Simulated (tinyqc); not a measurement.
Inside a calculation. Method: sp3 tight binding, zinc-blende lattice. One step of it, computed by the program tinyqc.

Question. Levels at k. Diagonalise the Hermitian matrix.

H(k) at k (eV), lower triangle (Hermitian):
```
                      a s                 a px                 a py                a pz
a s            -11.100000
a px             0.000000            -7.850000
a py             0.000000             0.000000            -7.850000
a pz             0.000000             0.000000             0.000000           -7.850000
c s   -1.742469-3.164088i  -1.966918-0.896848i  -0.842196-2.094555i  1.905899+0.925561i
c px   1.966918+0.896848i   0.467013+0.848033i  -2.838198-1.378314i  1.254169+3.119139i
c py   0.842196+2.094555i  -2.838198-1.378314i   0.467013+0.848033i  2.929067+1.335555i
c pz  -1.905899-0.925561i   1.254169+3.119139i   2.929067+1.335555i  0.467013+0.848033i

             c s       c px       c py       c pz
c s   -11.100000
c px    0.000000  -7.850000
c py    0.000000   0.000000  -7.850000
c pz    0.000000   0.000000   0.000000  -7.850000
```

Give: eigenvalues; weights |c|^2 of the basis functions.

Answer.

eigenvalues (eV): -15.9957  -14.6902  -12.4216  -12.1751  -5.4106  -3.6800  -3.5222  -1.4046

weights |c|^2 of the basis functions:
```
      band 1  band 2  band 3  band 4  band 5  band 6  band 7  band 8
a s   0.4173  0.1205  0.0419  0.0002  0.3729  0.0212  0.0002  0.0258
a px  0.0386  0.1095  0.0738  0.2577  0.0255  0.1306  0.2077  0.1566
a py  0.0070  0.1575  0.2946  0.0002  0.0789  0.2968  0.0057  0.1593
a pz  0.0371  0.1125  0.0898  0.2419  0.0228  0.0514  0.2863  0.1582
c s   0.4173  0.1205  0.0419  0.0002  0.3729  0.0212  0.0002  0.0258
c px  0.0386  0.1095  0.0738  0.2577  0.0255  0.1306  0.2077  0.1566
c py  0.0070  0.1575  0.2946  0.0002  0.0789  0.2968  0.0057  0.1593
c pz  0.0371  0.1125  0.0898  0.2419  0.0228  0.0514  0.2863  0.1582
```
